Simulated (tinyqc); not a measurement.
Surface potential of a MOS transistor: implicit equation and explicit approximations: two steps of the calculation.

p-type body, charge-sheet picture, depletion and inversion only, full ionisation (an idealisation for deep acceptors), Boltzmann statistics (rough once Na exp(x - xn) passes about Nc/7). In units of Vt: xg = (Vg - Vfb)/Vt, x = psi/Vt, G = gamma/sqrt(Vt), xn = (2 phiF + Vc)/Vt. The implicit equation is (xg - x)^2 = G^2 [x - 1 + exp(x - xn)] for x above about 3. Cox = eps0 eox/tox.

Problem 1. Explicit approximation. Depletion value a = 1 + [sqrt(G^2/4 + xg - 1) - G/2]^2; inversion value b = xn + ln[(xg - xn)^2/G^2 - xn + 1] and first guess y = min(a, b) - ln(1 + exp(-|a - b|)) if a > xn + 1, else b = y = a; one second-order correction with D = exp(y - xn), p = 2 (xg - y) + G^2 (1 + D), w = (xg - y)^2 - G^2 (y - 1 + D): z = y + 2 w/(p + sqrt(p^2 - 2 (2 - G^2 D) w)), or the Newton step z = y + w/p where the root is not real.

G = 11.316062
xn = 44.760551
xg = 120.30017

Find: a; b; y; p; w; z.

Solution 1.

a = 45.13
b = 45.13
y = 45.13
p = 463.4
w = -185.0
z = 44.69

The root of the implicit equation is x = 44.6973; y misses it by 0.43 and z by -0.0058, in units of Vt.

Problem 2. New x. D = exp(x - xn), f = (xg - x)^2 - G^2 (x - 1 + D), f' = -2 (xg - x) - G^2 (1 + D), x(new) = x - f/f'.

x after iteration 1 = 44.729462
G = 11.316062
xn = 44.760551
xg = 120.30017

Give: D; f; f'; x after iteration 2.

Solution 2.

D = 0.96939
f = -12.902
f' = -403.33
x after iteration 2 = 44.697

Computed by the program tinyqc: `OMP_NUM_THREADS=1 python tinyqc.py 2122172 2122173 out.jsonl`, one thread of a shared Intel Xeon 2.30GHz, about 0.01 s for the whole run.
